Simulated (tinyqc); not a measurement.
# Ballistic transport through the one-dimensional subbands of a rectangular nanowire or nanosheet channel, step by step

A worked calculation. Computed by tinyqc, a small Python program that keeps every step. Command: `OMP_NUM_THREADS=1 python tinyqc.py 3027080 3027081 out.jsonl wire walk`. One thread of a shared host (Intel(R) Xeon(R) Processor @ 2.30GHz), about 0.02 s of CPU time with the checks. Intermediate numbers are printed to about 6 digits and carried at full precision; extremes and crossings named in words are read from the listed rows.

Hard walls, parabolic subbands, transport along x. Energies are counted from the bulk conduction band edge at the top of the barrier, which the gate pulls down by U; the source Fermi level lies at the bulk edge when U = 0.

Inputs (values chosen for the exercise, modelled on GaN):

| quantity | value | unit |
|---|---|---|
| mass m | 0.21 | m_0 |
| height a | 4.4 | nm |
| width b | 7.8 | nm |
| equivalent oxide thickness t | 1.1 | nm |
| gate voltage above flat band V_G | 0.53 | V |
| drain voltage V_D | 0.01 | V |
| temperature T | 150 | K |
| mean free path for back-scattering lambda | 51 | nm |
| channel length L | 120 | nm |

Valleys: single isotropic valley.

Constants: hbar^2/(2 m_0) = 3.80998212 eV angstrom^2; k_B = 8.617333262e-05 eV/K; m_0 = 9.1093837015e-31 kg; k_B = 1.380649e-23 J/K; hbar = 1.054571817e-34 J s; eps_0 = 8.8541878128e-12 F/m; e = 1.602176634e-19 C; h = 6.62607015e-34 J s.

## Subbands

E_pq = (hbar^2 pi^2/2)(p^2/(m_y b^2) + q^2/(m_z a^2)); m_x = m_y = m_z = m, degeneracy g = 1; the 10 lowest subbands are kept.

Subbands:

| valley axis | p | q | E (meV) | m_x (m_0) |
|---|---|---|---|---|
| - | 1 | 1 | 121.922 | 0.21 |
| - | 2 | 1 | 210.217 | 0.21 |
| - | 3 | 1 | 357.375 | 0.21 |
| - | 1 | 2 | 399.394 | 0.21 |
| - | 2 | 2 | 487.689 | 0.21 |
| - | 4 | 1 | 563.397 | 0.21 |
| - | 3 | 2 | 634.847 | 0.21 |
| - | 5 | 1 | 828.281 | 0.21 |
| - | 4 | 2 | 840.869 | 0.21 |
| - | 1 | 3 | 861.848 | 0.21 |

The second subband lies 88.3 meV, or 6.83 k_B T, above the first.

## Self-consistent barrier

F_j(eta) = (1/Gamma(j + 1)) int_0^infinity x^j/(1 + exp(x - eta)) dx, F_0 = ln(1 + exp(eta)). Integrals over x = E/(k_B T) use 160 Gauss-Legendre points in u = sqrt(x) from 0 to sqrt(max(eta, 0) + 32). With degeneracy g = 1, eta_i = (U - E_i)/(k_B T) and u = e V_D/(k_B T): line density n = sum_i g sqrt(2 m_x k_B T/pi)/(2 hbar) [F_-1/2(eta_i) + F_-1/2(eta_i - u)]; gate: e n = C_ox (V_G - U/e), C_ox = 3.9 eps_0 2 (a + b)/t (flat-plate estimate); I = (2 e k_B T/h) sum_i g [F_0(eta_i) - F_0(eta_i - u)].

C_ox = 765.968 aF/micrometre

U = 305.121 meV

Occupation:

| subband | eta_i | n_i (1/nm) | I_i (microampere) |
|---|---|---|---|
| 1 | 14.1729 | 6.29465e-01 | 7.74808e-01 |
| 2 | 7.3421 | 4.43648e-01 | 7.74053e-01 |
| 3 | -4.0426 | 1.91172e-03 | 9.34947e-03 |
| 4 | -7.2933 | 7.48016e-05 | 3.66710e-04 |
| 5 | -14.1241 | 8.08178e-08 | 3.96243e-07 |
| 6 | -19.9811 | 2.31127e-10 | 1.13320e-09 |
| 7 | -25.5088 | 9.18782e-13 | 4.50471e-12 |
| 8 | -40.4735 | 2.91153e-19 | 1.42750e-18 |
| 9 | -41.4473 | 1.09951e-19 | 5.39081e-19 |
| 10 | -43.0703 | 2.16936e-20 | 1.06362e-19 |

line density n = 1.07510 1/nm

ballistic current I = 1.55858 microampere

mean velocity I/(e n) = 0.0904835 1e7 cm/s

2 of the subbands lie below the source Fermi level; the lowest carries 50 % of the current with 59 % of the charge. The gate spends 58 % of V_G on moving the bands.

## Conductance, capacitance and scattering

Linear conductance G = (2 e^2/h) sum_i g f(eta_i), g = 1, f = 1/(1 + exp(-eta_i)), with the barrier frozen at the eta_i above; current per perimeter I/(2(a + b)); with scattering, transmission lambda/(lambda + L) and low-bias resistance (1 + L/lambda)/G.

open modes sum g f = 2.01728

ballistic conductance = 156.301 microsiemens

current per perimeter = 63.8761 microampere/micrometre

transmission = 0.298246

low-bias resistance with scattering = 21.4518 kiloohm

Even without scattering the wire has h/(2 e^2 M) = 6.40 kiloohm, which sits in the contacts.

## Gate sweep

Open modes are sum_i g/(1 + exp(-eta_i)). The last column is e dn/dV_G over C_ox, taken up to the next row.

Against the gate voltage:

| V_G (V) | U (meV) | n (1/nm) | I (microampere) | open modes | C_g/C_ox |
|---|---|---|---|---|---|
| -0.180 | -180.000 | 7.90406e-12 | 3.87529e-11 | 7.18332e-11 | 4.33148e-08 |
| -0.078 | -78.000 | 2.11300e-08 | 1.03599e-07 | 1.92032e-07 | 3.94354e-04 |
| 0.042 | 41.953 | 2.26260e-04 | 1.10901e-03 | 2.05455e-03 | 2.43955e-01 |
| 0.170 | 138.726 | 1.49512e-01 | 5.53410e-01 | 7.89787e-01 | 4.92855e-01 |
| 0.270 | 189.441 | 3.85136e-01 | 8.62946e-01 | 1.16160e+00 | 5.78137e-01 |
| 0.400 | 244.283 | 7.44450e-01 | 1.47430e+00 | 1.93320e+00 | 5.28624e-01 |
| 0.540 | 310.276 | 1.09826e+00 | 1.56350e+00 | 2.02607e+00 | 5.75675e-01 |
| 0.700 | 378.168 | 1.53861e+00 | 2.23788e+00 | 2.99559e+00 | 6.99392e-01 |
| 0.870 | 429.271 | 2.10703e+00 | 3.00035e+00 | 3.91680e+00 | 6.86981e-01 |
| 1.100 | 501.266 | 2.86243e+00 | 3.61322e+00 | 4.74858e+00 | - |

Between the first two rows the current rises one decade per 30 mV, against the limit ln(10) k_B T/e = 30 mV. Above threshold C_g/C_ox lies between 0.49 and 0.70: the quantum capacitance in series costs a visible part. It dips where a subband has filled past its van Hove peak and recovers when the next one opens or the drain starts to fill the band.

Checks made by the program: density of the lowest subband against a direct sum over k (relative difference 1e-09).
